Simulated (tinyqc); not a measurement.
Worked calculation: ellipsoidal valleys in the axes of a wafer and a channel. Values are carried at full precision from step to step, so a last printed digit may differ when a step is redone from the rounded ones.

Valleys with axes a along x, y and z, two valleys each; inverse mass tensor w = 1/mt + (1/ml - 1/mt) a a. Device axes: z = nz/|nz|, x = nx/|nx|, y = z cross x; in them a = (ax, ay, az). Confinement mass mz = 1/w_zz. In the plane w_ij is replaced by u_ij = w_ij - w_iz w_jz/w_zz (i, j = x, y); density-of-states mass md = 1/sqrt(det u); conductivity mass along x mc = 1/u_xx; ballistic transport mass mx = u_yy/det u, width mass my = 1/u_yy.

Constants: hbar^2/2m0 = 3.80998211 eV angstrom^2; kB = 8.617333262e-05 eV/K.

Parameters, chosen for this exercise (near those of the Delta valleys of Si; shifted at random, so the results belong to these values and not to a real crystal): ml = 0.936 m0 (longitudinal mass); mt = 0.195 m0 (transverse mass); nz = (0, 0, 1) (surface normal (confinement)); nx = (1, 1, 0) (channel direction); t = 7.6 nm (thickness of the film); T = 300 K (temperature).

## Device axes and valley axes

Give the rows x, y, z in cubic components and each valley axis in device components.

device axes:
```
     [100]   [010]   [001]
x   0.7071  0.7071  0.0000
y  -0.7071  0.7071  0.0000
z   0.0000  0.0000  1.0000
```

valley axes:
```
       ax       ay      az
x  0.7071  -0.7071  0.0000
y  0.7071   0.7071  0.0000
z  0.0000   0.0000  1.0000
```

## Tensors of the valley x

Form w and the reduced tensor u.

w (1/m0):
```
        x       y       z
x  3.0983  2.0299  0.0000
y  2.0299  3.0983  0.0000
z  0.0000  0.0000  5.1282
```

u (1/m0):
```
        x       y
x  3.0983  2.0299
y  2.0299  3.0983
```

w_xz = w_yz = 0: the normal is a principal axis and u is the upper block of w.

## Masses of all valleys

Give mz, md, mc, mx and my.

Masses (m0):

| valley | mz | md | mc | mx | my |
|---|---|---|---|---|---|
| x | 0.1950 | 0.4272 | 0.3228 | 0.5655 | 0.3228 |
| y | 0.1950 | 0.4272 | 0.3228 | 0.5655 | 0.3228 |
| z | 0.9360 | 0.1950 | 0.1950 | 0.1950 | 0.1950 |

mz md^2 = ml mt^2 = 0.03559 for every valley, so a heavy confinement mass comes with a small density of states. The heaviest mz is 0.936, for z.

## Subbands and shares in a film

Hard walls: E_n = c (n pi/t)^2/mz, c = hbar^2/2m0, n = 1, 2, 3. Non-degenerate share of a valley proportional to md sum_n exp(-E_n/kT); mean 1/mc = sum of share/mc. 1 nm = 10 angstrom.

Give the ladders, the shares and the mean conductivity mass.

Subbands:

| valley | E1 (meV) | E2 (meV) | E3 (meV) | share |
|---|---|---|---|---|
| x | 33.4 | 133.5 | 300.5 | 0.254 |
| y | 33.4 | 133.5 | 300.5 | 0.254 |
| z | 7.0 | 27.8 | 62.6 | 0.493 |

mean mc = 0.2440 m0

The lowest ladder (z) holds 49 % of the electrons in these valleys, the next starts 26 meV higher. With E3 - E1 below about 3 kT, three subbands are too few and the shares are approximate.

## Checks

- mz md^2 against ml mt^2: they agree to 1e-10 or better.
- mx my against md^2: they agree to 1e-10 or better.

(tinyqc, `OMP_NUM_THREADS=1 python tinyqc.py 1880147 1880148 out.jsonl`, Intel(R) Xeon(R) Processor @ 2.30GHz, 1 thread, shared host, about 0.01 s.)
